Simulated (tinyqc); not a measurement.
What each parameter does: six-band Luttinger-Kohn model with strain.

Six-band Luttinger-Kohn model in the basis |3/2,3/2>, |3/2,1/2>, |3/2,-1/2>, |3/2,-3/2>, |1/2,1/2>, |1/2,-1/2>, electron energies, zero at the top of the unstrained valence band. H = -[rows: (P+Q, -S, R, 0, -S/r2, r2 R); (-S*, P-Q, 0, R, -r2 Q, r32 S); (R*, 0, P-Q, S, r32 S*, r2 Q); (0, R*, S*, P+Q, -r2 R*, -S*/r2); (-S*/r2, -r2 Q, r32 S, -r2 R, P+Dso, 0); (r2 R*, r32 S*, r2 Q, -S/r2, 0, P+Dso)], r2 = sqrt(2), r32 = sqrt(3/2). Levels are twofold.

P = c g1 k^2 - av tr(e); Q = c g2 (kx^2 + ky^2 - 2 kz^2) - (b/2)(exx + eyy - 2 ezz); R = c sqrt3 [-g2 (kx^2 - ky^2) + 2i g3 kx ky] + (sqrt3/2) b (exx - eyy) - i d exy; S = 2 c sqrt3 g3 (kx - i ky) kz - d (exz - i eyz); c = hbar^2/2m0, e the strain tensor (not engineering shear).

s11 = (C11 + C12)/((C11 - C12)(C11 + 2 C12)), s12 = -C12/((C11 - C12)(C11 + 2 C12)), s44 = 1/C44; exx = s11 sxx + s12 (syy + szz) and cyclic, exy = s44 sxy/2; tension is positive. A uniaxial stress X along the unit vector n is s_ij = X n_i n_j.

Constants: hbar^2/2m0 = 3.80998211 eV angstrom^2.

Values chosen for the exercise (near those of Si; the results hold for these values, not for the real material):
```
symbol  value           unit  meaning
Dso     0.044           eV    spin-orbit splitting
g1      4.28                  Luttinger gamma1
g2      0.34                  gamma2
g3      1.44                  gamma3
av      2.46            eV    valence hydrostatic potential
b       -2.11           eV    tetragonal shear potential
d       -4.78           eV    trigonal shear potential
C11     167             GPa
C12     64.1            GPa
C44     80.1            GPa
load    uniaxial [111]        kind of stress
X       1.79            GPa   stress
```

Edges at k = 0 under a uniaxial [111] stress X and the curvature mass of the top pair along [110] (step 0.0002 1/angstrom).

Results for these values:
```
case  top (eV)  second (eV)  third (eV)  mass (m0)
base    0.0458       0.0216     -0.0666      0.352
```

What happens to each result for g3 = 1.152, all else kept?

Answer: top does not change at the printed digits; second does not change at the printed digits; third does not change at the printed digits; mass falls from 0.352 to 0.320.

The same for each parameter in turn:
```
case             top (eV)  second (eV)  third (eV)  mass (m0)
base               0.0458       0.0216     -0.0666      0.352
d = -5.736 eV      0.0519       0.0269     -0.0780      0.352
X = 2.148 GPa      0.0549       0.0298     -0.0750      0.352
b = -2.532 eV      0.0458       0.0216     -0.0666      0.352
av = 1.968 eV      0.0428       0.0186     -0.0696      0.352
g3 = 1.152         0.0458       0.0216     -0.0666      0.320
g2 = 0.272         0.0458       0.0216     -0.0666      0.352
C12 = 76.92 GPa    0.0446       0.0204     -0.0678      0.352
```

The Luttinger parameters multiply k^2 and cannot move the edges; av shifts all edges alike and leaves the mass.

Computed by tinyqc, a small Python program: `OMP_NUM_THREADS=1 python tinyqc.py 1081459 1081460 out.jsonl` (the numbers bound the seed that draws the inputs); one thread of a shared host (Intel(R) Xeon(R) Processor @ 2.30GHz), about 0.03 s for the whole set of steps.
